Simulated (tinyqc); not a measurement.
From a target to a composition: model-solid line-up of a strained alloy layer on a substrate.

Problem. A layer of the alloy is strained to the substrate, and its gap (Ec minus the top valence edge) is given. Find x between 0.02 and 0.42, where the gap is monotonic.

All values of the alloy are linear in x but the gap, Eg(x) = (1 - x) Eg_A + x Eg_B - C x (1 - x), and the valence edge, Ev(x) = (1 - x) Ev_A + x Ev_B + fv C x (1 - x); Ec = Ev + Eg. Ev is the top of the unstrained valence band on a scale common to all materials. In the layer only the Gamma valley of the conduction band is followed, also where an X or L valley would lie lower.

Coherent growth on a (110) face: e_par = (a_s - a)/a, e_perp = -(C11 + 3 C12 - 2 C44)/(C11 + C12 + 2 C44) e_par; exx = eyy = (e_par + e_perp)/2, ezz = e_par, exy = (e_perp - e_par)/2, eyz = ezx = 0.

Strained edges: Ec + ac tr(e); the valence edges are Ev plus the levels of the 6 x 6 matrix of X, Y, Z times spin with -Dso/3 + l exx + m (eyy + ezz) on the diagonal (cyclic), n exy off it, l = av + 2 b, m = av - b, n = sqrt(3) d. Spin-orbit term (Dso/3) L.sigma on X, Y, Z with (L_k)_ij = -i epsilon_kij: <X+|H|Y+> = -i Dso/3, <X+|H|Z-> = Dso/3, <Y+|H|Z-> = -i Dso/3, <Z+|H|X-> = -Dso/3, <Z+|H|Y-> = i Dso/3, <X-|H|Y-> = i Dso/3, and their conjugates; + and - are the spin along z.

Parameters, chosen for this exercise (A near AlAs, B near InAs, substrate near Ge; not measured data): a = (5.665, 6.05) angstrom (lattice constant of A, B); Eg = (3.078, 0.423) eV (gap at Gamma to the s-like level of A, B); Dso = (0.277, 0.392) eV (spin-orbit splitting of A, B); Ev = (-1.34, -0.59) eV (top of the unstrained valence band of A, B); ac = (-5.6, -5.01) eV (conduction deformation potential of A, B); av = (2.49, 1.01) eV (valence hydrostatic potential of A, B); b = (-2.29, -1.78) eV (tetragonal shear potential of A, B); d = (-3.39, -3.64) eV (trigonal shear potential of A, B); C11 = (125.6, 83.7) GPa (of A, B); C12 = (53.9, 45.1) GPa (of A, B); C44 = (54, 39.5) GPa (of A, B); C = 0.758 eV (bowing of the gap); fv = 0.3 (share of the bowing taken by the valence edge); a_s = 5.654 angstrom (substrate); face = 110 (growth face).

strained gap = 2.698629 eV

Find: x; e_par; gap of the relaxed alloy.

Solution. Bisect on x; the strained gap is 3.0356 eV at x = 0.02 and 1.9703 eV at x = 0.42.

x = 0.140
e_par = -1.135 %
gap of the relaxed alloy = 2.615 eV

(tinyqc, `OMP_NUM_THREADS=1 python tinyqc.py 1081202 1081203 out.jsonl`, Intel(R) Xeon(R) Processor @ 2.30GHz, 1 thread, shared host, about 0.02 s.)
